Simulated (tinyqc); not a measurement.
# Well width for a wanted wavelength

Question. The layer is x parts of the first compound and 1 - x of the second, grown coherently on the second as substrate and barrier. Rows of the table: lattice constant a, average valence level Ea on an absolute scale, spin-orbit splitting so, gaps at Gamma, X and L, hydrostatic deformation potentials av and ac (Gamma), shear potential b, elastic constants, electron and heavy-hole (along z) masses. All are interpolated linearly in x; gaps get -C x (1 - x), taken wholly in the conduction band; real line-ups can differ from this model by 0.1 eV or more. In-plane strain e = (a_substrate - a)/a, e_z = -2 (c12/c11) e, volume change 2 e + e_z. With v = 2 e + e_z and d = 2 b (e_z - e): Eav = Ea + av v; E_hh = Eav + so/3 - d/2; E_lh = Eav - so/6 + d/4 + sqrt(so^2 + so d + 9 d^2/4)/2; E_c = Ea + so/3 + EG + ac v (Gamma). Substrate: E_v = Ea + so/3, E_c = E_v + EG. Well depths: dEc = E_c(substrate) - E_c, dEhh = E_hh - E_v(substrate), dElh likewise; strained Gamma gap E_c - max(E_hh, E_lh); positive values confine carriers in the layer. Lowest level of a finite well of width Lw and depth V: kw Lw/2 = arctan(sqrt((mw/mb)(V - E)/E)), kw = sqrt(mw E/C), C = hbar^2/(2 m0), for electrons (dEc) and heavy holes (dEhh), mb from the substrate; transition E_c - E_hh + both levels, without exciton binding; wavelength h c/E. Find Lw and the two levels.

Inputs (values chosen for the exercise):

| symbol | value | unit | meaning |
|---|---|---|---|
| x | 0.26 |  | fraction of the first compound in the layer |
| CG | 0.477 | eV | bowing of the Gamma gap |
| CX | 1.4 | eV | bowing of the X gap |
| CL | 0.33 | eV | bowing of the L gap |

Constants: q = 1.602176634e-19 C, hbar = 1.054571817e-34 J s, h = 6.62607015e-34 J s, m0 = 9.1093837015e-31 kg, c = 299792458 m/s, hbar^2/(2 m0) = 0.0380998212 eV nm^2. Results are converted to the units shown.

Binary compounds, values chosen for the exercise:

|  | close to InAs | close to GaAs |
|---|---|---|
| a (angstrom) | 6.058 | 5.653 |
| Ea (eV) | -6.67 | -6.92 |
| so (eV) | 0.384 | 0.339 |
| EG (eV) | 0.358 | 1.44 |
| EX (eV) | 1.36 | 1.91 |
| EL (eV) | 1.08 | 1.71 |
| av (eV) | 0.987 | 1.16 |
| ac (eV) | -5.04 | -7.19 |
| b (eV) | -1.81 | -1.69 |
| c11 (GPa) | 82.2 | 120 |
| c12 (GPa) | 45.3 | 53.3 |
| me (m0) | 0.0229 | 0.0661 |
| mh (m0) | 0.332 | 0.345 |

wavelength = 1016.8925 nm

Solution. Both levels fall steadily as the well widens, so the wavelength rises steadily and one width matches.

Lw = 7.30 nm
electron level = 49.0 meV
heavy-hole level = 12.5 meV

tinyqc, about 0.01 s, one thread, Intel Xeon 2.30GHz (shared host): `OMP_NUM_THREADS=1 python tinyqc.py 2690046 2690047 out.jsonl`
